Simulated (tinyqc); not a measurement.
Exchange-split free-electron bands and tunnelling magnetoresistance: one step. Transmissions. Three cases, with inputs chosen for the exercise.

Problem. Evaluate kappa and the three T.

Barrier: kappa = sqrt(mb phi/c), c = hbar^2/2m0. With a = k1/m, b = k2/m, w = kappa/mb, the transmission at normal incidence is T(k1, k2) = 4 a b w^2/[w^2 (a + b)^2 + (w^2 + a^2)(w^2 + b^2) sinh^2(kappa d)]. Parallel: G_P = T(up, up) + T(dn, dn); antiparallel: G_AP = 2 T(up, dn); TMR = (G_P - G_AP)/G_AP. Julliere: TMR = 2 P^2/(1 - P^2). Slonczewski factor: P_eff = P_k (w^2 - a_up a_dn)/(w^2 + a_up a_dn), P_k = (k_up - k_dn)/(k_up + k_dn).

Constants: hbar^2/2m0 = 3.80998211 eV angstrom^2.

Case 1.

Values chosen: m = 1.08 m0 (mass in the electrodes); mb = 0.72 m0 (mass in the barrier); phi = 1.44 eV (barrier height above EF); d = 7.3 angstrom (barrier thickness).

k_up, k_dn (1/angstrom): 1.146857  0.542959

Case 2.

Values chosen: m = 0.86 m0 (mass in the electrodes); mb = 0.5 m0 (mass in the barrier); phi = 0.89 eV (barrier height above EF); d = 14.8 angstrom (barrier thickness).

k_up, k_dn (1/angstrom): 1.224716  1.038184

Case 3.

Values chosen: m = 0.91 m0 (mass in the electrodes); mb = 0.45 m0 (mass in the barrier); phi = 0.56 eV (barrier height above EF); d = 8.7 angstrom (barrier thickness).

k_up, k_dn (1/angstrom): 1.346862  0.398538

Give: kappa; kappa d; T.

Solution.

Case 1.

kappa = 0.5217 1/angstrom
kappa d = 3.808

T: up-up 0.001706, dn-dn 0.001727, up-dn 0.001716

The minority channel transmits more, by a factor 1.01; the common factor exp(-2 kappa d) is 0.000492.

Case 2.

kappa = 0.3418 1/angstrom
kappa d = 5.058

T: up-up 9.843e-05, dn-dn 0.0001189, up-dn 0.0001082

The minority channel transmits more, by a factor 1.21; the common factor exp(-2 kappa d) is 4.04e-05.

Case 3.

kappa = 0.2572 1/angstrom
kappa d = 2.237

T: up-up 0.02062, dn-dn 0.04166, up-dn 0.02901

The minority channel transmits more, by a factor 2.02; the common factor exp(-2 kappa d) is 0.0114.

Computed by tinyqc, one run a case: `OMP_NUM_THREADS=1 python tinyqc.py N N+1 out.jsonl` with N = 1650012, 1650108, 1650228; one thread of a shared Intel(R) Xeon(R) Processor @ 2.30GHz, about 0.01 s a run at most.
